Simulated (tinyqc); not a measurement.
Inside a calculation. Method: G0W0 on RHF in the sto-6g basis, for BeH2, spin multiplicity 1. Computed by tinyqc, a small Python program that keeps every step (integrals from PySCF). Settings: charge = 0, multiplicity = 1, basis = sto-6g, method = RHF, energy threshold = 1e-10, iteration cap = 79, orthogonalisation = symmetric, start = atomic densities, DIIS depth = 6. Command: `OMP_NUM_THREADS=1 python tinyqc.py 25381 25382 out.jsonl` (the two numbers bound the seeds that draw the settings). One thread of a shared host (Intel(R) Xeon(R) Processor @ 2.60GHz), about 0.1 s of CPU time with the checks. The early iterations of the SCF are left out here.

## One-electron integrals

Geometry (angstrom):
```
atom,x,y,z
Be,0.000000,0.000000,0.000000
H,0.000000,1.434000,0.035000
H,0.000000,-1.434000,0.035000
```

Basis sto-6g: exponents (1/bohr^2) and contraction coefficients of normalised primitives:
```
element,l (shell),exponent,coefficient
Be,s (1),312.870494,0.009164
Be,s (1),57.364463,0.049361
Be,s (1),16.048509,0.168538
Be,s (1),5.513096,0.370563
Be,s (1),2.140897,0.416492
Be,s (1),0.881739,0.130334
Be,s (2),13.633247,-0.013253
Be,s (2),2.698375,-0.046992
Be,s (2),0.838653,-0.033785
Be,s (2),0.322660,0.250242
Be,s (2),0.140131,0.595117
Be,s (2),0.064233,0.240706
Be,p (3),13.633247,0.003760
Be,p (3),2.698375,0.037679
Be,p (3),0.838653,0.173897
Be,p (3),0.322660,0.418036
Be,p (3),0.140131,0.425860
Be,p (3),0.064233,0.101708
H,s (1),35.523221,0.009164
H,s (1),6.513144,0.049361
H,s (1),1.822143,0.168538
H,s (1),0.625955,0.370563
H,s (1),0.243077,0.416492
H,s (1),0.100112,0.130334
```

Overlap, kinetic and nuclear-attraction integrals over the contracted functions; the nuclear repulsion is the sum of Za Zb / Rab.

nuclear repulsion = 3.13580607 hartree

overlap S, lower triangle:
```
,1Be 1s,1Be 2s,1Be 2px,1Be 2py,1Be 2pz,2H 1s,3H 1s
1Be 1s,1.000000
1Be 2s,0.254764,1.000000
1Be 2px,0.000000,0.000000,1.000000
1Be 2py,0.000000,0.000000,0.000000,1.000000
1Be 2pz,0.000000,0.000000,0.000000,0.000000,1.000000
2H 1s,0.058472,0.423215,0.000000,0.497044,0.012131,1.000000
3H 1s,0.058472,0.423215,0.000000,-0.497044,0.012131,0.027477,1.000000
```

kinetic energy T (hartree), lower triangle:
```
,1Be 1s,1Be 2s,1Be 2px,1Be 2py,1Be 2pz,2H 1s,3H 1s
1Be 1s,6.768753
1Be 2s,-0.207382,0.220121
1Be 2px,0.000000,0.000000,0.661265
1Be 2py,0.000000,0.000000,0.000000,0.661265
1Be 2pz,0.000000,0.000000,0.000000,0.000000,0.661265
2H 1s,-0.013783,0.055376,0.000000,0.163294,0.003986,0.768522
3H 1s,-0.013783,0.055376,0.000000,-0.163294,0.003986,-0.006744,0.768522
```

nuclear attraction V (hartree), lower triangle:
```
,1Be 1s,1Be 2s,1Be 2px,1Be 2py,1Be 2pz,2H 1s,3H 1s
1Be 1s,-15.452615
1Be 2s,-1.838699,-3.001037
1Be 2px,0.000000,0.000000,-2.930680
1Be 2py,0.000000,0.000000,0.000000,-3.141349
1Be 2pz,-0.000807,-0.006689,0.000000,0.000000,-2.930805
2H 1s,-0.460645,-1.206838,0.000000,-1.389844,-0.034608,-2.891968
3H 1s,-0.460645,-1.206838,0.000000,1.389844,-0.034608,-0.088500,-2.891968
```

core Hamiltonian H = T + V (hartree), lower triangle:
```
,1Be 1s,1Be 2s,1Be 2px,1Be 2py,1Be 2pz,2H 1s,3H 1s
1Be 1s,-8.683862
1Be 2s,-2.046081,-2.780916
1Be 2px,0.000000,0.000000,-2.269415
1Be 2py,0.000000,0.000000,0.000000,-2.480083
1Be 2pz,-0.000807,-0.006689,0.000000,0.000000,-2.269540
2H 1s,-0.474428,-1.151462,0.000000,-1.226550,-0.030623,-2.123446
3H 1s,-0.474428,-1.151462,0.000000,1.226550,-0.030623,-0.095244,-2.123446
```

## Two-electron integrals

Functions are numbered as in S; the eight-fold symmetry (ij|kl) = (ji|kl) = (kl|ij) leaves the list below.

Two-electron integrals (ij|kl) in chemists' order, unique and non-zero (hartree):
```
i,j,k,l,(ij|kl)
1,1,1,1,2.299996
2,1,1,1,0.361879
2,1,2,1,0.071926
2,2,1,1,0.570332
2,2,2,1,0.139654
2,2,2,2,0.417773
3,1,3,1,0.015252
3,2,3,1,0.022555
3,2,3,2,0.092340
3,3,1,1,0.570332
3,3,2,1,0.139654
3,3,2,2,0.417773
3,3,3,3,0.450117
4,1,4,1,0.015252
4,2,4,1,0.022555
4,2,4,2,0.092340
4,3,4,3,0.024258
4,4,1,1,0.570332
4,4,2,1,0.139654
4,4,2,2,0.417773
4,4,3,3,0.401601
4,4,4,4,0.450117
5,1,5,1,0.015252
5,2,5,1,0.022555
5,2,5,2,0.092340
5,3,5,3,0.024258
5,4,5,4,0.024258
5,5,1,1,0.570332
5,5,2,1,0.139654
5,5,2,2,0.417773
5,5,3,3,0.401601
5,5,4,4,0.401601
5,5,5,5,0.450117
6,1,1,1,0.085424
6,1,2,1,0.016484
6,1,2,2,0.031861
6,1,3,3,0.031598
6,1,4,1,0.001630
6,1,4,2,0.003155
6,1,4,4,0.032386
6,1,5,1,0.000040
6,1,5,2,0.000077
6,1,5,4,0.000019
6,1,5,5,0.031599
6,1,6,1,0.003995
6,2,1,1,0.200114
6,2,2,1,0.049748
6,2,2,2,0.161400
6,2,3,3,0.155374
6,2,4,1,0.006946
6,2,4,2,0.040483
6,2,4,4,0.173441
6,2,5,1,0.000170
6,2,5,2,0.000988
6,2,5,4,0.000441
6,2,5,5,0.155385
6,2,6,1,0.012594
6,2,6,2,0.092011
6,3,3,1,0.004860
6,3,3,2,0.021964
6,3,4,3,0.007071
6,3,5,3,0.000173
6,3,6,3,0.008568
6,4,1,1,0.213519
6,4,2,1,0.053766
6,4,2,2,0.182327
6,4,3,3,0.171619
6,4,4,1,0.011251
6,4,4,2,0.063147
6,4,4,4,0.203731
6,4,5,1,0.000156
6,4,5,2,0.001005
6,4,5,4,0.000611
6,4,5,5,0.171630
6,4,6,1,0.014298
6,4,6,2,0.118376
6,4,6,4,0.157429
6,5,1,1,0.005211
6,5,2,1,0.001312
6,5,2,2,0.004450
6,5,3,3,0.004189
6,5,4,1,0.000156
6,5,4,2,0.001005
6,5,4,4,0.004627
6,5,5,1,0.004864
6,5,5,2,0.021989
6,5,5,4,0.007081
6,5,5,5,0.004534
6,5,6,1,0.000349
6,5,6,2,0.002889
6,5,6,4,0.003633
6,5,6,5,0.008657
6,6,1,1,0.366592
6,6,2,1,0.093005
6,6,2,2,0.336489
6,6,3,3,0.312194
6,6,4,1,0.015452
6,6,4,2,0.115052
6,6,4,4,0.385037
6,6,5,1,0.000377
6,6,5,2,0.002808
6,6,5,4,0.001778
6,6,5,5,0.312237
6,6,6,1,0.024394
6,6,6,2,0.242663
6,6,6,4,0.331662
6,6,6,5,0.008095
6,6,6,6,0.774999
7,1,1,1,0.085424
7,1,2,1,0.016484
7,1,2,2,0.031861
7,1,3,3,0.031598
7,1,4,1,-0.001630
7,1,4,2,-0.003155
7,1,4,4,0.032386
7,1,5,1,0.000040
7,1,5,2,0.000077
7,1,5,4,-0.000019
7,1,5,5,0.031599
7,1,6,1,0.003618
7,1,6,2,0.010432
7,1,6,4,0.010825
7,1,6,5,0.000291
7,1,6,6,0.019211
7,1,7,1,0.003995
7,2,1,1,0.200114
7,2,2,1,0.049748
7,2,2,2,0.161400
7,2,3,3,0.155374
7,2,4,1,-0.006946
7,2,4,2,-0.040483
7,2,4,4,0.173441
7,2,5,1,0.000170
7,2,5,2,0.000988
7,2,5,4,-0.000441
7,2,5,5,0.155385
7,2,6,1,0.010432
7,2,6,2,0.048325
7,2,6,4,0.049611
7,2,6,5,0.001493
7,2,6,6,0.094105
7,2,7,1,0.012594
7,2,7,2,0.092011
7,3,3,1,0.004860
7,3,3,2,0.021964
7,3,4,3,-0.007071
7,3,5,3,0.000173
7,3,6,3,0.003579
7,3,7,3,0.008568
7,4,1,1,-0.213519
7,4,2,1,-0.053766
7,4,2,2,-0.182327
7,4,3,3,-0.171619
7,4,4,1,0.011251
7,4,4,2,0.063147
7,4,4,4,-0.203731
7,4,5,1,-0.000156
7,4,5,2,-0.001005
7,4,5,4,0.000611
7,4,5,5,-0.171630
7,4,6,1,-0.010825
7,4,6,2,-0.049611
7,4,6,4,-0.048851
7,4,6,5,-0.001510
7,4,6,6,-0.095036
7,4,7,1,-0.014298
7,4,7,2,-0.118376
7,4,7,4,0.157429
7,5,1,1,0.005211
7,5,2,1,0.001312
7,5,2,2,0.004450
7,5,3,3,0.004189
7,5,4,1,-0.000156
7,5,4,2,-0.001005
7,5,4,4,0.004627
7,5,5,1,0.004864
7,5,5,2,0.021989
7,5,5,4,-0.007081
7,5,5,5,0.004534
7,5,6,1,0.000291
7,5,6,2,0.001493
7,5,6,4,0.001510
7,5,6,5,0.003624
7,5,6,6,0.002974
7,5,7,1,0.000349
7,5,7,2,0.002889
7,5,7,4,-0.003633
7,5,7,5,0.008657
7,6,1,1,0.016016
7,6,2,1,0.003874
7,6,2,2,0.011517
7,6,3,3,0.011293
7,6,4,4,0.011962
7,6,5,1,0.000025
7,6,5,2,0.000121
7,6,5,5,0.011295
7,6,6,1,0.000890
7,6,6,2,0.004672
7,6,6,4,0.005416
7,6,6,5,0.000159
7,6,6,6,0.010321
7,6,7,1,0.000890
7,6,7,2,0.004672
7,6,7,4,-0.005416
7,6,7,5,0.000159
7,6,7,6,0.000325
7,7,1,1,0.366592
7,7,2,1,0.093005
7,7,2,2,0.336489
7,7,3,3,0.312194
7,7,4,1,-0.015452
7,7,4,2,-0.115052
7,7,4,4,0.385037
7,7,5,1,0.000377
7,7,5,2,0.002808
7,7,5,4,-0.001778
7,7,5,5,0.312237
7,7,6,1,0.019211
7,7,6,2,0.094105
7,7,6,4,0.095036
7,7,6,5,0.002974
7,7,6,6,0.184485
7,7,7,1,0.024394
7,7,7,2,0.242663
7,7,7,4,-0.331662
7,7,7,5,0.008095
7,7,7,6,0.010321
7,7,7,7,0.774999
```

## Orthogonalisation

S = U s U^T; symmetric (Loewdin) form X = U s^(-1/2) U^T, so that X^T S X = 1.

eigenvalues of S: 0.283201  0.387533  0.944135  1.000000  1.000803  1.689322  1.695007

X, lower triangle:
```
,1Be 1s,1Be 2s,1Be 2px,1Be 2py,1Be 2pz,2H 1s,3H 1s
1Be 1s,1.027221
1Be 2s,-0.148314,1.212354
1Be 2px,0.000000,0.000000,1.000000
1Be 2py,0.000000,0.000000,0.000000,1.313406
1Be 2pz,-0.000433,0.005247,0.000000,0.000000,1.000147
2H 1s,0.017620,-0.275779,0.000000,-0.392273,-0.007775,1.249296
3H 1s,0.017620,-0.275779,0.000000,0.392273,-0.007775,-0.085795,1.249296
```

## Iteration 7 (converged): orbitals

converged F (hartree), lower triangle:
```
,1Be 1s,1Be 2s,1Be 2px,1Be 2py,1Be 2pz,2H 1s,3H 1s
1Be 1s,-4.593150
1Be 2s,-1.248963,-0.585395
1Be 2px,0.000000,0.000000,0.209952
1Be 2py,0.000000,0.000000,0.000000,-0.199168
1Be 2pz,0.000524,-0.005018,0.000000,0.000000,0.209790
2H 1s,-0.291685,-0.380204,0.000000,-0.322153,-0.006259,-0.280202
3H 1s,-0.291685,-0.380204,0.000000,0.322153,-0.006259,-0.033081,-0.280202
```

Diagonalise F' = X^T F X, C = X C', fill 3 alpha and 3 beta electrons from the bottom; D = 2 C_occ C_occ^T. Each column has its largest component positive (the first on a tie).

F' = X^T F X (hartree), lower triangle:
```
,1,2,3,4,5,6,7
1,-4.496268
2,-0.655353,-0.099226
3,0.000000,0.000000,0.209952
4,0.000000,0.000000,0.000000,0.244284
5,0.000458,0.002182,0.000000,0.000000,0.210002
6,-0.035922,-0.310505,0.000000,-0.432008,-0.007795,0.072820
7,-0.035922,-0.310505,0.000000,0.432008,-0.007795,-0.100270,0.072820
```

orbital energies (hartree): MO1 -4.594719, MO2 -0.441362, MO3 -0.403301, MO4 0.209649, MO5 0.209952, MO6 0.413489, MO7 0.820675

coefficients C:
```
,MO1,MO2,MO3,MO4,MO5,MO6,MO7
1Be 1s,0.994675,-0.207675,0.000000,0.011344,0.000000,-0.212520,0.000000
1Be 2s,0.021291,0.573037,0.000000,-0.052265,0.000000,1.145591,0.000000
1Be 2px,0.000000,0.000000,0.000000,0.000000,1.000000,0.000000,0.000000
1Be 2py,0.000000,0.000000,0.497783,0.000000,0.000000,0.000000,1.336040
1Be 2pz,-0.000038,0.005685,0.000000,0.998600,0.000000,0.056649,0.000000
2H 1s,-0.002361,0.396718,0.417495,0.023211,0.000000,-0.771597,-0.933172
3H 1s,-0.002361,0.396718,-0.417495,0.023211,0.000000,-0.771597,0.933172
```

D after iteration 7, lower triangle:
```
,1Be 1s,1Be 2s,1Be 2px,1Be 2py,1Be 2pz,2H 1s,3H 1s
1Be 1s,2.065016
1Be 2s,-0.195656,0.657648
1Be 2px,0.000000,0.000000,0.000000
1Be 2py,0.000000,0.000000,0.000000,0.495577
1Be 2pz,-0.002436,0.006514,0.000000,0.000000,0.000065
2H 1s,-0.169473,0.454568,0.000000,0.415644,0.004511,0.663386
3H 1s,-0.169473,0.454568,0.000000,-0.415644,0.004511,-0.033822,0.663386
```

## Convergence

Stop when the energy changes by less than 1e-10 hartree and every element of the error matrix X^T (F D S - S D F) X is below 3e-06.

Course of the cycle:
```
iteration,E (hartree),change,largest element of the error matrix
1,-15.51885305,-,3.32e-01
2,-15.69299740,-1.74e-01,1.03e-01
3,-15.70921185,-1.62e-02,1.59e-02
4,-15.70985165,-6.40e-04,6.11e-04
5,-15.70985229,-6.37e-07,4.78e-05
6,-15.70985230,-6.70e-09,2.93e-06
7,-15.70985230,-4.20e-11,4.14e-07
```

PySCF RHF in the same basis = -15.70985230 hartree

Converged in 7 iterations.

## Integrals over molecular orbitals

(pq|rs) = sum C_ip C_jq C_kr C_ls (ij|kl), one index at a time.

one-electron integrals over orbitals h = C^T H C (hartree), lower triangle:
```
,1,2,3,4,5,6,7
1,-8.674890
2,0.215626,-2.390196
3,0.000000,0.000000,-2.341191
4,-0.012789,0.003988,0.000000,-2.268940
5,0.000000,0.000000,0.000000,0.000000,-2.269415
6,0.209305,-0.217084,0.000000,-0.012265,0.000000,-1.930081
7,0.000000,0.000000,-0.297853,0.000000,0.000000,0.000000,-1.842485
```

Two-electron integrals over orbitals (pq|rs), unique and non-zero (hartree):
```
p,q,r,s,(pq|rs)
1,1,1,1,2.280701
2,1,1,1,-0.192556
2,1,2,1,0.025500
2,2,1,1,0.474371
2,2,2,1,-0.006071
2,2,2,2,0.387569
3,1,3,1,0.005603
3,2,3,1,0.012479
3,2,3,2,0.163133
3,3,1,1,0.440916
3,3,2,1,-0.002260
3,3,2,2,0.400578
3,3,3,3,0.423639
4,1,1,1,0.010616
4,1,2,1,-0.001304
4,1,2,2,0.000825
4,1,3,3,0.000455
4,1,4,1,0.016077
4,2,1,1,-0.004823
4,2,2,1,0.000421
4,2,2,2,0.002417
4,2,3,3,0.002560
4,2,4,1,0.014812
4,2,4,2,0.047819
4,3,3,1,-0.000034
4,3,3,2,0.003183
4,3,4,3,0.013725
4,4,1,1,0.569898
4,4,2,1,-0.007182
4,4,2,2,0.361166
4,4,3,3,0.347040
4,4,4,1,-0.001371
4,4,4,2,-0.006672
4,4,4,4,0.450347
5,1,5,1,0.016037
5,2,5,1,0.014861
5,2,5,2,0.047808
5,3,5,3,0.013628
5,4,5,1,-0.000850
5,4,5,2,-0.002242
5,4,5,4,0.024345
5,5,1,1,0.570055
5,5,2,1,-0.007166
5,5,2,2,0.361292
5,5,3,3,0.347072
5,5,4,1,0.000323
5,5,4,2,-0.002205
5,5,4,4,0.401542
5,5,5,5,0.450117
6,1,1,1,-0.197485
6,1,2,1,0.026883
6,1,2,2,-0.006599
6,1,3,3,-0.003343
6,1,4,1,-0.000674
6,1,4,2,0.001005
6,1,4,4,-0.005202
6,1,5,5,-0.005109
6,1,6,1,0.028552
6,2,1,1,0.129490
6,2,2,1,-0.006755
6,2,2,2,-0.020272
6,2,3,3,-0.043826
6,2,4,1,0.000985
6,2,4,2,-0.000945
6,2,4,4,0.059737
6,2,5,5,0.060059
6,2,6,1,-0.005391
6,2,6,2,0.080656
6,3,3,1,-0.001309
6,3,3,2,-0.092911
6,3,4,3,-0.002625
6,3,6,3,0.083901
6,4,1,1,0.004017
6,4,2,1,0.000152
6,4,2,2,0.000778
6,4,3,3,-0.000784
6,4,4,1,0.016282
6,4,4,2,0.046663
6,4,4,4,-0.001470
6,4,5,5,0.001595
6,4,6,1,0.000933
6,4,6,2,0.005337
6,4,6,4,0.050640
6,5,5,1,0.016376
6,5,5,2,0.047035
6,5,5,4,-0.001544
6,5,6,5,0.050931
6,6,1,1,0.480796
6,6,2,1,-0.007307
6,6,2,2,0.388532
6,6,3,3,0.399012
6,6,4,1,0.002160
6,6,4,2,0.006303
6,6,4,4,0.362701
6,6,5,5,0.363139
6,6,6,1,-0.007257
6,6,6,2,-0.028903
6,6,6,4,0.004271
6,6,6,6,0.404865
7,1,3,1,0.010605
7,1,3,2,0.019075
7,1,4,3,-0.000158
7,1,6,3,-0.000677
7,1,7,1,0.020351
7,2,3,1,0.004040
7,2,3,2,-0.042983
7,2,4,3,-0.002841
7,2,6,3,0.062211
7,2,7,1,0.007802
7,2,7,2,0.057735
7,3,1,1,0.145791
7,3,2,1,-0.004344
7,3,2,2,-0.003418
7,3,3,3,-0.019271
7,3,4,1,-0.000071
7,3,4,2,-0.004015
7,3,4,4,0.064624
7,3,5,5,0.064644
7,3,6,1,-0.003491
7,3,6,2,0.076139
7,3,6,4,0.002162
7,3,6,6,-0.021725
7,3,7,3,0.085054
7,4,3,1,-0.000655
7,4,3,2,-0.006750
7,4,4,3,0.013439
7,4,6,3,0.004040
7,4,7,1,-0.001108
7,4,7,2,0.001130
7,4,7,4,0.017036
7,5,5,3,0.013564
7,5,7,5,0.016729
7,6,3,1,0.010548
7,6,3,2,0.141932
7,6,4,3,0.003537
7,6,6,3,-0.092158
7,6,7,1,0.016536
7,6,7,2,-0.052073
7,6,7,4,-0.005836
7,6,7,6,0.138255
7,7,1,1,0.563438
7,7,2,1,-0.007816
7,7,2,2,0.416018
7,7,3,3,0.433694
7,7,4,1,0.000273
7,7,4,2,0.000519
7,7,4,4,0.385138
7,7,5,5,0.385043
7,7,6,1,-0.008115
7,7,6,2,-0.027670
7,7,6,4,-0.001651
7,7,6,6,0.425499
7,7,7,3,-0.004155
7,7,7,7,0.473297
```

## Screening: direct RPA

With D = e_a - e_i and K = (ia|jb): diagonalise D^(1/2) (D + 4K) D^(1/2) = Z w^2 Z^T; X + Y = D^(1/2) Z w^(-1/2), each column of Z with its largest component positive (the first on a tie); E_c = (sum w - tr (D + 2K)) / 2.

D^(1/2) (D + 4K) D^(1/2) (hartree^2), lower triangle:
```
,1>4,1>5,1>6,1>7,2>4,2>5,2>6,2>7,3>4,3>5,3>6,3>7
1>4,23.390906
1>5,0.000000,23.393072
1>6,-0.013229,0.000000,25.654124
1>7,0.000000,0.000000,0.000000,29.767330
2>4,0.104782,0.000000,0.007259,0.000000,0.548337
2>5,0.000000,0.105159,0.000000,0.000000,0.000000,0.548761
2>6,0.007984,0.000000,-0.044617,0.000000,-0.002820,0.000000,1.006566
2>7,0.000000,0.000000,0.000000,0.081582,0.000000,0.000000,0.000000,1.884189
3>4,0.000000,0.000000,0.000000,-0.001151,0.000000,0.000000,0.000000,-0.009996,0.409359
3>5,0.000000,0.000000,0.000000,0.000000,0.000000,0.000000,0.000000,0.000000,0.000000,0.409508
3>6,0.000000,0.000000,0.000000,-0.005699,0.000000,0.000000,0.000000,0.252651,-0.007429,0.000000,0.941265
3>7,-0.000691,0.000000,-0.034569,0.000000,-0.014334,0.000000,0.311528,0.000000,0.000000,0.000000,0.000000,1.914534
```

excitation energies w (hartree): 0.639707  0.639928  0.740070  0.740457  0.936943  0.953897  1.395524  1.418166  4.836457  4.836689  5.065011  5.455966

X + Y:
```
,1,2,3,4,5,6,7,8,9,10,11,12
1>4,0.000000,0.000000,-0.011685,0.000000,0.000000,-0.000824,0.000000,-0.000055,0.996650,0.000000,-0.005686,0.000000
1>5,0.000000,0.000000,0.000000,-0.011726,0.000000,0.000000,0.000000,0.000000,0.000000,0.996674,0.000000,0.000000
1>6,0.000000,0.000000,-0.000725,0.000000,0.000000,0.002995,0.000000,0.003680,0.005940,0.000000,0.994357,0.000000
1>7,0.000082,0.000000,0.000000,0.000000,0.002113,0.000000,-0.005505,0.000000,0.000000,0.000000,0.000000,0.996271
2>4,0.000000,0.000000,0.937838,0.000000,0.000000,0.003477,0.000000,-0.006722,0.001684,0.000000,0.000095,0.000000
2>5,0.000000,0.000000,0.000000,0.937865,0.000000,0.000000,0.000000,0.000000,0.000000,0.001689,0.000000,0.000000
2>6,0.000000,0.000000,-0.001165,0.000000,0.000000,0.904204,0.000000,0.229898,0.000145,0.000000,-0.000752,0.000000
2>7,0.006702,0.000000,0.000000,0.000000,-0.282784,0.000000,0.922295,0.000000,0.000000,0.000000,0.000000,0.001406
3>4,0.978785,0.000000,0.000000,0.000000,-0.008235,0.000000,-0.004955,0.000000,0.000000,0.000000,0.000000,-0.000013
3>5,0.000000,0.978936,0.000000,0.000000,0.000000,0.000000,0.000000,0.000000,0.000000,0.000000,0.000000,0.000000
3>6,0.013217,0.000000,0.000000,0.000000,0.905492,0.000000,0.186356,0.000000,0.000000,0.000000,0.000000,-0.000067
3>7,0.000000,0.000000,0.013791,0.000000,0.000000,-0.335392,0.000000,0.887303,-0.000020,0.000000,-0.000728,0.000000
```

RPA correlation energy = -0.04134605 hartree

## G0W0 on Hartree-Fock: HOMO

W(p,q,m) = sqrt2 sum_ia (pq|ia) (X+Y)_ia,m; Sigma_c(x) = sum_(i,m) W^2/(x - e_i + w_m) + sum_(a,m) W^2/(x - e_a - w_m); solve x = e_p + Sigma_c(x) by Newton steps; Z = 1/(1 - dSigma/dx); 1 hartree = 27.211386 eV.

The 12 largest terms at x = e_p (hartree; W for the signs of X + Y given):
```
q,m,W,term
2,5,-0.101768,0.010622
7,8,0.131504,-0.006545
6,7,0.103279,-0.004821
2,7,-0.080721,0.004545
6,5,0.082590,-0.003889
3,6,-0.046903,0.002306
7,6,0.056985,-0.001491
3,8,-0.038472,0.001044
4,1,0.018923,-0.000286
5,2,0.018867,-0.000284
2,12,0.026798,0.000131
1,12,0.014950,0.000023
```

Newton steps (hartree):
```
step,x,Sigma_c(x),Z
0,-0.403301,0.001359,0.975322
1,-0.401976,0.001325,0.975354
2,-0.401976,0.001325,0.975354
```

quasiparticle energy of the HOMO = -10.938313 eV

Hartree-Fock value = -10.974368 eV

## G0W0 on Hartree-Fock: LUMO

As before.

The 12 largest terms at x = e_p (hartree; W for the signs of X + Y given):
```
q,m,W,term
4,8,0.100551,-0.007129
6,3,0.061652,-0.004027
2,3,0.063099,0.002862
4,6,0.045682,-0.002188
3,1,0.018923,0.000286
7,1,0.018688,-0.000279
6,9,0.023069,-0.000106
2,9,0.020999,0.000080
4,3,-0.007659,-0.000079
1,3,0.019377,0.000068
1,9,0.022689,0.000053
6,6,0.006014,-0.000031
```

Newton steps (hartree):
```
step,x,Sigma_c(x),Z
0,0.209649,-0.010509,0.985869
1,0.199288,-0.010362,0.986050
2,0.199287,-0.010362,0.986050
```

quasiparticle energy of the LUMO = 5.422887 eV

Hartree-Fock value = 5.704845 eV
